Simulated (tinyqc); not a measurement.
Empirical pseudopotential in a few plane waves, step by step. One step of it, computed by the program tinyqc.

Question. Bloch Hamiltonian at k. Basis: the 15 shortest G (labels in 2 pi/a), the same at every k. H(G,G') = c |k + G|^2 delta + VS(|G-G'|^2) cos((G-G').tau) + i VA sin((G-G').tau), tau = a/8 (1,1,1); 1 Ry = 13.605693 eV.

Parameters chosen for this model: fcc lattice, atoms at +/- a/8 (1,1,1); form factors in rydberg at |G|^2 in units of (2 pi/a)^2:
```
parameter                 value      unit
a                      6.240000  angstrom
VS(3)                 -0.256000        Ry
VS(8)                  0.016000        Ry
VS(11)                 0.042000        Ry
VA(3)                  0.045000        Ry
VA(4)                  0.098000        Ry
VA(11)                 0.004000        Ry
hbar^2/2m (2 pi/a)^2   3.862900        eV
```

k point k (2 pi / a): [0.090000, -0.090000, 0.440000]

Give: H(k) at k.

Answer.

H(k) at k (eV):
```
                 +0+0+0           -1-1-1           -1-1+1           -1+1-1
+0+0+0           0.8104   2.4629+0.4329i  -2.4629+0.4329i  -2.4629+0.4329i
-1-1-1   2.4629-0.4329i           8.9998   0.0000-1.3334i   0.0000-1.3334i
-1-1+1  -2.4629-0.4329i   0.0000+1.3334i          15.7985           0.2177
-1+1-1  -2.4629-0.4329i   0.0000+1.3334i           0.2177           7.6091
-1+1+1  -2.4629+0.4329i          -0.2177   0.0000+1.3334i   0.0000+1.3334i
+1-1-1  -2.4629-0.4329i   0.0000+1.3334i           0.2177           0.2177
+1-1+1  -2.4629+0.4329i          -0.2177   0.0000+1.3334i           0.0000
+1+1-1  -2.4629+0.4329i          -0.2177           0.0000   0.0000+1.3334i
+1+1+1   2.4629+0.4329i           0.0000          -0.2177          -0.2177
-2+0+0   0.0000-1.3334i  -2.4629+0.4329i  -2.4629-0.4329i  -2.4629-0.4329i
+0-2+0   0.0000-1.3334i  -2.4629+0.4329i  -2.4629-0.4329i   0.4041-0.0385i
+0+0-2   0.0000-1.3334i  -2.4629+0.4329i   0.4041-0.0385i  -2.4629-0.4329i
+0+0+2   0.0000+1.3334i  -0.4041-0.0385i   2.4629+0.4329i  -0.4041+0.0385i
+0+2+0   0.0000+1.3334i  -0.4041-0.0385i  -0.4041+0.0385i   2.4629+0.4329i
+2+0+0   0.0000+1.3334i  -0.4041-0.0385i  -0.4041+0.0385i  -0.4041+0.0385i

                 -1+1+1           +1-1-1           +1-1+1           +1+1-1
+0+0+0  -2.4629-0.4329i  -2.4629+0.4329i  -2.4629-0.4329i  -2.4629-0.4329i
-1-1-1          -0.2177   0.0000-1.3334i          -0.2177          -0.2177
-1-1+1   0.0000-1.3334i           0.2177   0.0000-1.3334i           0.0000
-1+1-1   0.0000-1.3334i           0.2177           0.0000   0.0000-1.3334i
-1+1+1          14.4078           0.0000           0.2177           0.2177
+1-1-1           0.0000          10.3904   0.0000-1.3334i   0.0000-1.3334i
+1-1+1           0.2177   0.0000+1.3334i          17.1891           0.2177
+1+1-1           0.2177   0.0000+1.3334i           0.2177           8.9998
+1+1+1   0.0000+1.3334i          -0.2177   0.0000+1.3334i   0.0000+1.3334i
-2+0+0   2.4629-0.4329i   0.4041-0.0385i  -0.4041-0.0385i  -0.4041-0.0385i
+0-2+0  -0.4041-0.0385i  -2.4629-0.4329i   2.4629-0.4329i  -0.4041-0.0385i
+0+0-2  -0.4041-0.0385i  -2.4629-0.4329i  -0.4041-0.0385i   2.4629-0.4329i
+0+0+2  -2.4629+0.4329i  -0.4041+0.0385i  -2.4629+0.4329i   0.4041+0.0385i
+0+2+0  -2.4629+0.4329i  -0.4041+0.0385i   0.4041+0.0385i  -2.4629+0.4329i
+2+0+0   0.4041+0.0385i   2.4629+0.4329i  -2.4629+0.4329i  -2.4629+0.4329i

                 +1+1+1           -2+0+0           +0-2+0           +0+0-2
+0+0+0   2.4629-0.4329i   0.0000+1.3334i   0.0000+1.3334i   0.0000+1.3334i
-1-1-1           0.0000  -2.4629-0.4329i  -2.4629-0.4329i  -2.4629-0.4329i
-1-1+1          -0.2177  -2.4629+0.4329i  -2.4629+0.4329i   0.4041+0.0385i
-1+1-1          -0.2177  -2.4629+0.4329i   0.4041+0.0385i  -2.4629+0.4329i
-1+1+1   0.0000-1.3334i   2.4629+0.4329i  -0.4041+0.0385i  -0.4041+0.0385i
+1-1-1          -0.2177   0.4041+0.0385i  -2.4629+0.4329i  -2.4629+0.4329i
+1-1+1   0.0000-1.3334i  -0.4041+0.0385i   2.4629+0.4329i  -0.4041+0.0385i
+1+1-1   0.0000-1.3334i  -0.4041+0.0385i  -0.4041+0.0385i   2.4629+0.4329i
+1+1+1          15.7985  -0.4041-0.0385i  -0.4041-0.0385i  -0.4041-0.0385i
-2+0+0  -0.4041+0.0385i          14.8714           0.2177           0.2177
+0-2+0  -0.4041+0.0385i           0.2177          17.6527           0.2177
+0+0-2  -0.4041+0.0385i           0.2177           0.2177           9.4633
+0+0+2  -2.4629-0.4329i          -0.2177          -0.2177           0.0000
+0+2+0  -2.4629-0.4329i          -0.2177           0.0000          -0.2177
+2+0+0  -2.4629-0.4329i           0.0000          -0.2177          -0.2177

                 +0+0+2           +0+2+0           +2+0+0
+0+0+0   0.0000-1.3334i   0.0000-1.3334i   0.0000-1.3334i
-1-1-1  -0.4041+0.0385i  -0.4041+0.0385i  -0.4041+0.0385i
-1-1+1   2.4629-0.4329i  -0.4041-0.0385i  -0.4041-0.0385i
-1+1-1  -0.4041-0.0385i   2.4629-0.4329i  -0.4041-0.0385i
-1+1+1  -2.4629-0.4329i  -2.4629-0.4329i   0.4041-0.0385i
+1-1-1  -0.4041-0.0385i  -0.4041-0.0385i   2.4629-0.4329i
+1-1+1  -2.4629-0.4329i   0.4041-0.0385i  -2.4629-0.4329i
+1+1-1   0.4041-0.0385i  -2.4629-0.4329i  -2.4629-0.4329i
+1+1+1  -2.4629+0.4329i  -2.4629+0.4329i  -2.4629+0.4329i
-2+0+0          -0.2177          -0.2177           0.0000
+0-2+0          -0.2177           0.0000          -0.2177
+0+0-2           0.0000          -0.2177          -0.2177
+0+0+2          23.0607           0.2177           0.2177
+0+2+0           0.2177          14.8714           0.2177
+2+0+0           0.2177           0.2177          17.6527
```
